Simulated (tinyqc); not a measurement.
Dielectric confinement in a thin film (image charges), step by step. Values are carried at full precision from step to step, so a last printed digit may differ when a step is redone from the rounded ones.

A film |z| < t/2 of dielectric constant eps between half-spaces of dielectric constant e2; lam = (eps - e2)/(eps + e2), q = e^2/(4 pi eps0). The self-energy of a band edge is taken with the high-frequency value, e2 = eh, and the field of a fixed ion with the static one, e2 = eo. A charge at z has images lam^|n| at n t + (-1)^n z. Its self-energy is S(z) = (q/2 eps) sum over n >= 1 of lam^n [1/(n t - 2z) + 1/(n t + 2z)] for odd n and 2 lam^n/(n t) for even n; at the centre S(0) = -(q/(eps t)) ln(1 - lam).

Constants: e^2/(4 pi eps0) = 14.39964547 eV angstrom; hbar^2/2m0 = 3.80998211 eV angstrom^2; Ry = 13.60569312 eV.

Values chosen for the exercise (near those of a Si (100) film, two-fold valleys, in vacuum; not measured data): t = 24 angstrom (film thickness); eps = 11.8 (dielectric constant of the film); eh = 1 (high-frequency dielectric constant outside); mz = 0.939 m0 (mass across the film); eo = 1 (static dielectric constant outside); m = 0.194 m0 (mass in the plane).

## Images for a charge at the centre

Give lam, the first five terms (q/eps) lam^n/(n t), their sum and the closed form.

lam = 0.8438

terms (meV): [42.90, 18.10, 10.18, 6.44, 4.35]

sum of five = 81.97 meV
S(0) = 94.39 meV

The surroundings screen less than the film, so the images repel and each band edge moves outwards: the gap changes by about 2 S = +189 meV.

## Self-energy across the film

S at 2z/t = 0, 0.2, 0.4, 0.6, 0.8 and 0.9, summed to n = 399.

Self-energy:
```
2z/t  z (angstrom)  S (meV)
0.0            0.0    94.39
0.2            2.4    96.23
0.4            4.8   102.78
0.6            7.2   119.03
0.8            9.6   171.59
0.9           10.8   278.49
```

Towards the wall S diverges as (q lam/4 eps)/(distance), an artefact of the abrupt interface that the vanishing envelope makes harmless.

## Shift of the subband edge

First order: <S> over the envelope (2/t) cos^2(pi z/t), beside the confinement energy c (pi/t)^2/mz, c = hbar^2/2m0.

<S> = 103.96 meV
confinement energy = 69.52 meV

|<S>| is 1.50 times the confinement energy; the first goes as 1/t and the second as 1/t^2, so they are equal at t = 16 angstrom.

## Binding of a donor

Donor at the centre, lam from the static eo, trial function cos(pi z/t) exp(-rho/l): E(l) = c/(m l^2) - (q/eps) times the integral over k of F(k t) (1 + (k l/2)^2)^(-3/2), with F(x) = F0 + 2 lam exp(-x) G/(1 - lam exp(-x)), F0 = 2[(1 - exp(-x/2))/x + x (1 + exp(-x/2))/(x^2 + 4 pi^2)], G = 2 sinh(x/2)[1/x - x/(x^2 + 4 pi^2)]; c = hbar^2/2m0. The binding energy is -E at the minimum, counted from the subband edge with its self-energy.

Minimise over l with and without images (lam = 0); Ry* = Ry m/eps^2.

Donor:
```
case         l (angstrom)  binding (meV)  in Ry*
no images            24.1           48.0    2.53
with images          19.1          212.8   11.23
```

Ry* = 18.96 meV

The images change the binding by +164.8 meV, against -2 (q/(eps t)) ln(1 - lam) = +188.8 meV for an orbit much smaller than t. At 300 K the binding is 8.2 kB T, which hinders ionisation.

## Checks

- S(0) from the series against the closed form, meV: both 94.39.
- F(2.3) for lam = 0.8438 from a direct sum over images against the closed form: both 0.9309.

Program tinyqc; command `OMP_NUM_THREADS=1 python tinyqc.py 1251236 1251237 out.jsonl`; about 0.06 s on one thread of a shared Intel(R) Xeon(R) Processor @ 2.30GHz.
